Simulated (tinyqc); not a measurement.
# Short-channel transistor, virtual-source model with series resistance: two studies

The current per gate width is the charge at the top of the source barrier (the virtual source) times its velocity times a saturation function; al and be are fitting constants of the model. Units: I in uA/um, Rs in ohm um, so I Rs = 1e-6 I Rs in volts; Q in uC/cm^2, so I = 1e-4 Q vx0 Fsat with vx0 in cm/s.

Parameters, values chosen for the exercise:
```
symbol,value,unit,meaning
T,300,K,temperature
Cinv,1.22,uF/cm^2,inversion capacitance
vx0,2.64e7,cm/s,velocity at the virtual source
mu,97,cm^2/(V s),apparent mobility
L,32,nm,channel length
VT0,0.278,V,threshold at zero drain voltage
dl,0.03,V/V,drain-induced barrier lowering
n0,1.2,,subthreshold factor
nd,0,1/V,growth of n with drain voltage
al,3.5,,threshold shift (in units of Vt) from weak to strong inversion
be,1.8,,sharpness of saturation
Rs,30,ohm um,series resistance of each contact
```

Constants: q = 1.602176634e-19 C, kB = 1.380649e-23 J/K, Vt = kB T/q. Results are converted to the units shown.

Each table varies one quantity; the others keep the values above.

## Effect of the channel length on the on and off currents

Intrinsic voltages Vg' = Vgs - I Rs, Vd' = Vds - 2 I Rs. n = n0 + nd Vd', VT = VT0 - dl Vd', Ff = 1/(1 + exp((Vg' - VT + al Vt/2)/(al Vt))), Q = Cinv n Vt ln(1 + exp((Vg' - VT + al Vt Ff)/(n Vt))), Vdsat = (vx0 L/mu)(1 - Ff) + Vt Ff, Fsat = u/(1 + u^be)^(1/be) with u = Vd'/Vdsat, and I = Q vx0 Fsat per width. I is solved self-consistently. Ion is I at Vgs = Vds = 0.75 V, Ioff at Vgs = 0, Vds = 0.75 V, and Rlin = Vds/I at Vgs = 0.75 V, Vds = 0.05 V. mu, vx0, VT0, dl and n0 are held fixed.

Results:

| L (nm) | Ion (uA/um) | Ioff (nA/um) | log10(Ion/Ioff) | Rlin (ohm um) |
|---|---|---|---|---|
| 10 | 1321 | 374.9 | 3.547 | 243.1 |
| 15 | 1219 | 374.1 | 3.513 | 331.8 |
| 36 | 846.4 | 369.8 | 3.360 | 704.5 |
| 55 | 639.9 | 364.4 | 3.245 | 1042 |
| 85 | 454.3 | 353.6 | 3.109 | 1575 |
| 130 | 313.5 | 334.0 | 2.972 | 2375 |
| 200 | 210.3 | 300.7 | 2.845 | 3619 |

Estimate the missing row, L = 24 nm.

Computed row:

| L (nm) | Ion (uA/um) | Ioff (nA/um) | log10(Ion/Ioff) | Rlin (ohm um) |
|---|---|---|---|---|
| 24 | 1039 | 372.5 | 3.446 | 491.5 |

With this row back in the table: As L goes from 10 to 200 nm, Ion falls from 1320 to 210 uA/um, Ioff falls from 375 to 301 nA/um and Rlin rises from 243 to 3620 ohm um. Ion changes by a factor of 0.159 and Ioff by 0.802. At L = 200 nm the channel is long for this model, whose fixed vx0 belongs to short devices.

## Supply voltage at a fixed off current

For each supply Vdd, VT0 is set so that I(Vgs = 0, Vds = Vdd) = 100 nA/um; Ion = I(Vdd, Vdd); C = Cinv L + 0.39 fF/um of parasitic capacitance; delay C Vdd/Ion, energy C Vdd^2.

Supply voltage at a fixed off current:

| Vdd (V) | VT0 (V) | Ion (uA/um) | delay (ps) | energy (fJ/um) |
|---|---|---|---|---|
| 0.4 | 0.31074 | 166.65 | 1.8731 | 0.12486 |
| 0.5 | 0.31402 | 313.26 | 1.2456 | 0.19510 |
| 0.6 | 0.31718 | 497.97 | 0.94029 | 0.28094 |
| 0.7 | 0.32028 | 712.64 | 0.76656 | 0.38240 |
| 0.8 | 0.32335 | 949.27 | 0.65768 | 0.49946 |
| 0.9 | 0.32640 | 1201.9 | 0.58440 | 0.63212 |
| 1 | 0.32943 | 1466.2 | 0.53227 | 0.78040 |
| 1.1 | 0.33246 | 1739.3 | 0.49356 | 0.94428 |

What does the table show?

The VT0 needed rises from 0.311 to 0.332 V and Ion rises from 167 to 1740 uA/um. The delay falls from 1.87 to 0.494 ps, while the energy grows as Vdd^2. Going from 0.4 to 0.5 V changes the delay by -34 %, going from 1 to 1.1 V by -7.3 %.

Numbers from tinyqc (`OMP_NUM_THREADS=1 python tinyqc.py 2380089 2380090 out.jsonl`; about 0.01 s on one thread of a shared Intel Xeon 2.30GHz).
